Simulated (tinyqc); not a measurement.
# Gas flow in a process chamber: flow regimes, conductance, effective pumping speed, pump-down, outgassing and purge, step by step

A worked calculation. Computed by tinyqc, a small Python program that keeps every step. Command: `OMP_NUM_THREADS=1 python tinyqc.py 3120180 3120181 out.jsonl pump walk`. One thread of a shared host (Intel(R) Xeon(R) Processor @ 2.30GHz), about 0.1 s of CPU time with the checks. Intermediate numbers are printed to about 6 digits and carried at full precision; extremes and crossings named in words are read from the listed rows.

Ideal gas, isothermal flow, a pump of constant speed at the end of a round pipe; process gas, volume gas and outgassing are given the same properties. 1 sccm = 101325 Pa x 1e-6 m^3/60 s x T/273.15 K.

Inputs (values chosen for the exercise, modelled on oxygen near room temperature):
```
quantity                     value            unit
molar mass M                    32           g/mol
molecular diameter            0.36              nm
viscosity eta                 20.6   micropascal s
temperature T                  300               K
chamber volume V               6.4               L
wall area                        3             m^2
pipe diameter d                2.5              cm
pipe length l                  180              cm
pump speed S                     4             L/s
process gas flow              1100            sccm
outgassing rate after 1 h  1.7e-05  Pa m^3/(s m^2)
outgassing exponent n         0.72               -
starting pressure p0           380              Pa
target base pressure        0.0001              Pa
```

Constants: k_B = 1.380649e-23 J/K; u = 1.6605390666e-27 kg.

## Molecular flow

Mean speed c = sqrt(8 k_B T/(pi m)); aperture conductance C_a = c pi d^2/16; molecular pipe C_m = C_a/(1 + 3 l/(4 d)) (Dushman form); viscous pipe C_v = pi d^4 p_mean/(128 eta l); Knudsen interpolation C = C_v + C_m (1 + x)/(1 + 1.24 x), x = d p_mean sqrt(m/(k_B T))/eta. Effective speed 1/S_eff = 1/S + 1/C_m; time constant V/S_eff; pressure at which the free path k_B T/(sqrt2 pi d_m^2 p) equals d.

mean speed c = 445.526 m/s

C_a = 54.6742 L/s

C_m = 0.994077 L/s

S_eff in molecular flow = 0.796205 L/s

time constant = 8.03813 s

pressure where the free path equals d = 0.287736 Pa

The pipe passes on 20 % of the pump speed; a larger pump would gain little, since S_eff cannot exceed C_m.

## Process pressure

Steady flow: the pump inlet is at p_2 = Q/S, and the chamber pressure p_1 solves Q = C((p_1 + p_2)/2) (p_1 - p_2). Residence time = p_1 V/Q. Knudsen number = free path at the mean pressure over d.

throughput Q = 2040.23 Pa L/s

p_2 = 510.056 Pa

chamber pressure p_1 = 525.209 Pa

conductance C = 134.641 L/s

residence time = 1.64753 s

Knudsen number = 5.55869e-04

The flow in the pipe is viscous.

## Purging a well-mixed chamber

With steady flow a contaminant decays as exp(-t/residence time); gas used = flow x time.

time to dilute 1e3 times = 11.3808 s

time to dilute 1e6 times = 22.7615 s

gas used for 1e6 = 417.295 standard cm^3

## Pump-down curve

Pump-down: V dp/dt = -S_eff(p) p + q(t) A, with S_eff = S p_2/p, where p_2 solves C((p + p_2)/2) (p - p_2) = S p_2 at each moment, and q(t) = q_1 (1 h/(t + 10 s))^n; integrated adaptively. At long times p = q(t) A/S_eff. S_eff(p) is tabulated at 260 pressures and interpolated in ln p. Comparison columns: p0 exp(-t/time constant) with the molecular S_eff (0 below 1e-26 p0), and the outgassing limit.

Pressure against time:
```
t (s)        p (Pa)  S_eff (L/s)  volume gas only (Pa)  outgassing limit (Pa)
0.3     3.17745e+02      3.81164           3.66079e+02            4.34351e+00
1       2.10705e+02      3.72100           3.35548e+02            4.14267e+00
3       7.08488e+01      3.25210           2.61635e+02            3.67320e+00
10      7.81085e+00      1.40884           1.09519e+02            2.69365e+00
30      1.84997e+00      0.87524           9.09715e+00            1.63531e+00
100     8.40439e-01      0.78960           1.50265e-03            7.89370e-01
300     3.96936e-01      0.76604           2.34965e-14            3.74372e-01
1000    1.66522e-01      0.76943                     0            1.59945e-01
3600    6.52661e-02      0.78116                     0            6.39261e-02
20000   1.87567e-02      0.79101                     0            1.86288e-02
100000  5.86156e-03      0.79449                     0            5.84860e-03
```

From t = 30 s on the pressure is within 20 % of the outgassing limit, which falls only as (t + 10 s)^-0.72: walls, not volume, set the time to base pressure. Early on viscous flow raises S_eff to 3.81 L/s, 4.8 times its molecular value.

## Time to base pressure

From the outgassing limit: t = 1 h x (q_1 A/(S_eff p_target))^(1/n) - 10 s; monolayer time at the target = 1e19 m^-2 x 4 k_B T/(p c) for unit sticking.

time to the target = 7906.41 h

monolayer time = 3.71871 s

Caution: beyond some 100 h the power law gives way to slower sources such as permeation and bulk diffusion; baking is the usual remedy.

Checks made by the program: throughput from C and the pressure drop (relative difference below 1e-10).
